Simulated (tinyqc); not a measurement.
Worked calculation: stress in a transistor channel from embedded alloy regions, liners and fins, by half-space elasticity. Computed by tinyqc, a small Python program that keeps every step. Command: `OMP_NUM_THREADS=1 python tinyqc.py 3005087 3005088 out.jsonl stressor walk`. One thread of a shared host (Intel(R) Xeon(R) Processor @ 2.30GHz), about 0.01 s of CPU time with the checks. Intermediate numbers are printed to about 6 digits and carried at full precision; extremes and crossings named in words are read from the listed rows.

Plane strain in an isotropic half-space, the same constants everywhere; x along the channel from its centre, y downwards from the free surface; stress is positive in tension.

Inputs (values chosen for the exercise, modelled on silicon): alloy fraction x = 0.36; lattice change per unit x, beta = 0.0417; Young's modulus E = 162 GPa; Poisson ratio nu = 0.27; channel length L = 84 nm; length of each stressor S = 175 nm; recess depth d = 80 nm; depth of the field point y = 3.2 nm; liner stress = -1.3 GPa; liner thickness t = 75 nm; length of a cut fin or stripe = 760 nm; height of the strained layer h = 32 nm; longitudinal piezoresistance coefficient = 69.5 1e-11/Pa; vertical piezoresistance coefficient = -1.2 1e-11/Pa.

Stressor: Si(1-x)Ge(x) source and drain.

## Misfit and the pressure on the side walls

Misfit e = beta x. A fully constrained inclusion holds the stress -p with p = E e/(1 - 2 nu); a blanket film would hold -E e/(1 - nu) in the plane.

misfit e = 0.015012

p = 5.28683 GPa

stress of a blanket film = -3.33143 GPa

## Stress at the centre of the channel

A line element dA of misfit at (a, c) in the half-space gives, with C = E e/(2 pi (1 - nu)), X = x - a, r1^2 = X^2 + (y - c)^2, r2^2 = X^2 + Y^2, Y = y + c: s_xx = -C dA {[X^2 - (y - c)^2]/r1^4 + 3 [X^2 - Y^2]/r2^4 + 4 y Y (Y^2 - 3 X^2)/r2^6}, s_yy = C dA {[X^2 - (y - c)^2]/r1^4 - [X^2 - Y^2]/r2^4 + 4 y Y (Y^2 - 3 X^2)/r2^6}. These are integrated over two rectangles, L/2 < |a| < L/2 + S, 0 < c < d (closed form in a, 200 Gauss-Legendre points in c).

s_xx = -2865.67 MPa

s_yy = -1.24856 MPa

s_xx over the blanket-film stress = 0.860193

The channel is compressed along its length; s_yy is 4.4e-4 of s_xx in size and vanishes at the surface.

## Closed form at the surface

At x = y = 0 the integral is s_xx = -(4/pi) [E e/(1 - nu)] [arctan(2 d/L) - arctan(d/(L/2 + S))].

s_xx at the surface = -3114.03 MPa

For fixed L and S it is largest at d = sqrt((L/2)(L/2 + S)) = 95.5 nm; d is short of that.

## A stressed liner, as two edge forces

The liner over source and drain ends at the gate, x = -/+ L/2, and pulls there with the force per width F = (liner stress) t along the surface. A tangential line force gives s_xx = (2 F/pi) X^3/(X^2 + y^2)^2 at the distance X; two of them add at the centre, X = L/2. For L > 3.5 y the concentrated force is an upper bound.

edge force F = -97.5 N/m

s_xx from the liner = -2921.72 MPa

Caution: the real force is spread over several liner thicknesses, so for a channel this short the concentrated force clearly overstates the stress.

## Mobility change, linear estimate

d mu/mu = -(pi_L s_xx + pi_z s_yy) for the embedded regions alone; the stress across the width is left out.

mobility change = 199.163 %

The vertical stress supplies -0.0015 of these points. Caution: beyond a few hundred MPa bulk piezoresistance coefficients no longer describe an inversion layer well.

## Relaxation at the ends of a cut stripe

Shear-lag estimate for a stripe of length l and height h on a like substrate: the stress along it is s(x)/s_film = 1 - cosh(x/lam)/cosh(l/(2 lam)), lam = (pi/2) g h with g = 1.258; mean = 1 - (2 lam/l) tanh(l/(2 lam)).

transfer length lam = 63.2340 nm

share kept at the centre = 0.995089

share kept on average = 0.833597

The stripe is long enough to keep its strain at the centre. Caution: far from the ends the true relaxation falls as h/x, more slowly than the exponential of the shear-lag model.

## Along the channel and with depth

The formulas are those given above.

Stress (MPa):
```
2x/L  s_xx at y  s_yy at y  s_xx at d/2  s_xx at 1.5 d
0.0    -2865.67    -1.2486      -945.37        331.402
0.2    -2864.63    -1.0217      -955.84        337.661
0.4    -2853.53    -0.0846      -992.77        356.786
0.6    -2796.28     3.4384     -1069.42        389.214
0.8    -2536.81    32.3195     -1195.01        433.775
```

Near the surface s_xx changes by -11 % from the centre to 2x/L = 0.8. At the centre, s_xx at half the recess depth is 0.33 of its value at y, and below the recess -0.12. An element acts with the sign of X^2 - (y - c)^2, so its direct term reverses where the offset in depth exceeds the lateral distance, and the image terms that amplify the stress near the surface fade with depth.

## Shrinking the pitch

L and S are scaled together at fixed d, then S alone, then L alone.

S_xx at the centre (MPa):
```
scale  L and S scaled   S alone   L alone
0.35         -1680.30  -1611.42  -3343.28
0.50         -2327.41  -2039.18  -3342.88
0.70         -2726.56  -2452.65  -3189.14
1.00         -2865.67  -2865.67  -2865.67
1.40         -2731.73  -3206.43  -2428.88
2.00         -2376.01  -3503.42  -1882.26
3.00         -1848.56  -3761.81  -1268.18
```

Halving S alone keeps 0.71 of the stress, halving L alone gives 1.17, and halving both 0.81: a shorter channel brings the walls closer, a shorter stressor brings its far wall, which pulls the other way, closer too. Neighbouring devices are left out.

Checks made by the program: surface stress against its closed form; zero normal stress at the surface (relative difference below 1e-10).
